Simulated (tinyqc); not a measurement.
Worked calculation: potential-pH (Pourbaix) lines of a metal, its cation, its oxide and an oxyanion, with a complexing ligand. Computed by tinyqc, a small Python program that keeps every step. Command: `OMP_NUM_THREADS=1 python tinyqc.py 3027749 3027750 out.jsonl pourb walk`. One thread of a shared host (Intel(R) Xeon(R) Processor @ 2.30GHz), about 0.01 s of CPU time with the checks. Intermediate numbers are printed to about 5 digits and carried at full precision; extremes and crossings named in words are read from the listed rows.

Potentials are against the standard hydrogen electrode; solids and water have unit activity; dG_f of M, H+ and the electron is zero; F = e N_A and s = R T ln(10)/F. The cation carries z = 2.

Inputs (values chosen for the exercise, for a model metal):

| quantity | value | unit |
|---|---|---|
| dG_f of the cation | -73.44 | kJ/mol |
| dG_f of the oxide | -245.68 | kJ/mol |
| dG_f of the oxyanion | -318.7 | kJ/mol |
| dG_f of water | -237.14 | kJ/mol |
| temperature T | 298.15 | K |
| log10 of the dissolved activity a | -6 | - |
| pH | 5.3 | - |
| potential E | -0.78 | V |
| log10 of the stability constant beta of ML | 6.1 | - |
| pKa of HL | 5 | - |
| total ligand c_L | 0.0049 | mol/L |
| limiting current density i_L | 0.00018 | A/cm^2 |
| molar volume V_m | 7.09 | cm^3/mol |

Species: M, M2+, MO, MO2(2-).

exchange current densities, metal and cathodic (A/cm^2): 1.9e-06  1.2e-10

Tafel slopes, anodic and cathodic (mV/decade): 60  95

Constants: R = 8.314462618 J/(mol K); e = 1.602176634e-19 C; N_A = 6.02214076e+23 1/mol.

## Standard potentials

M2+ + 2e = M; MO + 2H+ + 2e = M + H2O; MO2(2-) + 4H+ + 2e = M + 2H2O. For each, E0 = -dG/(z F), and E = E0 + (s/z) log10 a - (s n_H/z) pH, with no activity term for the oxide.

s = 0.059159 V

E0 (V): cation -0.38058, oxide -0.04426, oxyanion 0.80624

The metal is less noble than hydrogen.

## Vertical lines

Two oxidised species coexist where their lines against the metal cross: pH1 (cation/oxide) = [E0(oxide) - E0(cation)]/s - (log10 a)/z; pH2 (oxide/oxyanion) = {[E0(oxyanion) - E0(oxide)]/s + (log10 a)/z}/(4/z - 1).

pH1 = 8.6850

pH2 = 11.376

width of the oxide field, pH2 - pH1 = 2.6913

The oxide is stable from pH 8.68 to 11.38; each decade less of dissolved metal narrows this field by 1.00 pH units.

## The stable species at (pH, E)

The metal is stable below the lowest of the three lines; above it, the species of the lowest line is stable. Water lines at 1 bar: hydrogen E = -s pH, oxygen E = -dG_f(water)/(2F) - s pH.

lines at this pH (V): cation -0.55805, oxide -0.35780, oxyanion 0.00167

upper limit of immunity = -0.55805 V

hydrogen line = -0.31354 V

oxygen line = 0.91535 V

E above the limit of immunity = -0.22195 V

The metal is immune at this point. The point lies outside the stability range of water. Water itself can oxidise the metal at this pH. Caution: other oxidation states, hydroxides and hydrides are left out, and the lines say nothing of rates.

## A complexing ligand

The free ligand is c_L/(1 + 10^(pKa - pH)) (ligand in excess); dissolved metal is a in all, so the free cation is a/alpha, alpha = 1 + beta [L]; the cation line drops by (s/z) log10 alpha.

free ligand = 0.0032641 mol/L

log10 alpha = 3.6139

cation line with ligand = -0.66495 V

that line less the oxide line = -0.30715 V

With the ligand the dissolved state lies below the oxide: the oxide dissolves at this pH.

## Mixed potential with oxygen reduction

Anodic i = i0a 10^((E - E_a)/b_a) with E_a the cation line with ligand; cathodic i = i0c 10^((E_c - E)/b_c) with E_c the oxygen line; supply caps the cathodic current, 1/i_c = 1/i(Tafel) + 1/i_L. E_corr makes the two currents equal. Without the cap it would be [b_c E_a + b_a E_c + b_a b_c log10(i0c/i0a)]/(b_a + b_c). Rate = i V_m/(z F). Films are left out.

E_corr without the cap = -0.20766 V

corrosion potential E_corr = -0.54636 V

corrosion current density = 1.8000e-04 A/cm^2

i/i_L = 1.00000

etch rate = 3.9681 nm/min

The current sits at the supply limit: stirring or more oxidant, not the ligand, sets the rate. Caution: E_corr lies below the hydrogen line, so hydrogen evolution, left out here, adds cathodic current.

## The diagram with and without ligand

The formulas are those given above.

Lines against the metal (V); the species with the lowest line is stable above it:

| pH | cation | oxide | oxyanion | stable above | cation with ligand | stable above, ligand |
|---|---|---|---|---|---|---|
| 0 | -0.55805 | -0.04426 | 0.6288 | cation | -0.55882 | dissolved |
| 2 | -0.55805 | -0.16257 | 0.3921 | cation | -0.58335 | dissolved |
| 4 | -0.55805 | -0.28089 | 0.1555 | cation | -0.63939 | dissolved |
| 5 | -0.55805 | -0.34005 | 0.0372 | cation | -0.66127 | dissolved |
| 6 | -0.55805 | -0.39921 | -0.0812 | cation | -0.66894 | dissolved |
| 7 | -0.55805 | -0.45837 | -0.1995 | cation | -0.67004 | dissolved |
| 8 | -0.55805 | -0.51753 | -0.3178 | cation | -0.67016 | dissolved |
| 9 | -0.55805 | -0.57669 | -0.4361 | oxide | -0.67017 | dissolved |
| 10 | -0.55805 | -0.63585 | -0.5544 | oxide | -0.67017 | dissolved |
| 12 | -0.55805 | -0.75417 | -0.7911 | oxyanion | -0.67017 | oxyanion |
| 14 | -0.55805 | -0.87249 | -1.0277 | oxyanion | -0.67017 | oxyanion |

Without ligand the oxide holds 2 of the eleven rows (pH 9 to 10), with it 0. The ligand acts once beta [L] exceeds 1, from pH = pKa - log10(beta c_L) = 1.2 on; its line then falls by at most s/z per pH unit and flattens beyond pKa, 0.112 V below the free cation at most. The oxide line falls faster, by s per pH unit.

Checks made by the program: the lines cross at pH1 and pH2 (relative difference below 1e-10).
